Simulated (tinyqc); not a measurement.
From isotopically pure to strongly disordered: Debye-Callaway model of lattice thermal conductivity. Computed by tinyqc, a small Python program. Command: `OMP_NUM_THREADS=1 python tinyqc.py 3017557 3017558 out.jsonl callaway sweep`. One thread of a shared host (Intel(R) Xeon(R) Processor @ 2.30GHz), about 0.02 s of CPU time with the checks.

Three acoustic branches with one velocity v, cut at omega_D = k_B Theta/hbar; x = hbar omega/(k_B T). v and Theta are separate inputs: Theta cuts off the heat-carrying modes, so C need not reach 3 k_B/V. gamma is an effective value that sets the umklapp rate.

Inputs (values chosen for the exercise, modelled on silicon): sound velocity v = 6520 m/s; Debye temperature Theta = 641 K; volume per atom V = 20 angstrom^3; mean atomic mass M = 28.09 u; effective Grueneisen parameter gamma = 2.14; umklapp exponent divisor b = 3; Casimir length L = 140 micrometre; normal-process factor f_N = 3.2; temperature T = 150 K.

Sample: crystal. Point defects: isotopes. Normal processes: included.

Constants: k_B = 1.380649e-23 J/K; hbar = 1.054571817e-34 J s; u = 1.6605390666e-27 kg.

Method:
- Gamma is given directly by the isotope mixture. A = V Gamma/(4 pi v^3).
- Rates: point defects A omega^4; umklapp B omega^2 T exp(-Theta/(b T)) with B = hbar gamma^2/(M v^2 Theta); normal processes f_N B omega^2 T (T/Theta)^2. Boundaries: v/L.
- kappa_1 = c int tau_C g dx, g = x^4 e^x/(e^x - 1)^2, c = (k_B/(2 pi^2 v)) (k_B T/hbar)^3, over 0 < x < min(Theta/T, 40), by 96 Gauss-Legendre points in s with x = x_max s^2; 1/tau_C = 1/tau_R + 1/tau_N; kappa_2 = c [int (tau_C/tau_N) g dx]^2 / int (tau_C/(tau_N tau_R)) g dx; kappa = kappa_1 + kappa_2.
- Heat capacity C = 3 c int g dx / v^2; grey free path 3 kappa/(C v); the median free path v tau_C halves kappa_1 when the quadrature points are ordered by free path (each counted at half its weight, interpolated in the logarithm); likewise at 10 % and 90 %.

One run for each value:
```
mass variance Gamma  kappa (W/(m K))  median free path (nm)  grey free path (nm)
1.00e-07                      330.86                  277.7               220.32
5.00e-07                      330.74                  277.7               220.23
2.00e-06                      330.27                  277.9               219.92
1.00e-05                      327.82                  278.9               218.29
5.00e-05                      316.52                  283.8               210.77
3.00e-04                      268.84                  311.7               179.01
1.00e-03                      209.61                  374.3               139.58
6.00e-03                      119.40                  647.3                79.50
3.00e-02                       61.00                 1326.4                40.62
```

Over the rows, kappa (W/(m K)) falls from 331 to 61.0 (exponent d ln y / d ln x -2.4e-4 between the first rows and -0.42 between the last); median free path (nm) rises from 278 to 1330 (exponent d ln y / d ln x 1.1e-4 between the first rows and 0.45 between the last); grey free path (nm) falls from 220 to 40.6 (exponent d ln y / d ln x -2.4e-4 between the first rows and -0.42 between the last). At the low end the exponent of kappa is 0.00, close to 0: so few defects do not matter. Rayleigh scattering grows as omega^4, so it removes the short waves first and leaves the heat to longer ones; each further decade of defects therefore costs less than a decade of kappa (steepest exponent here -0.42).
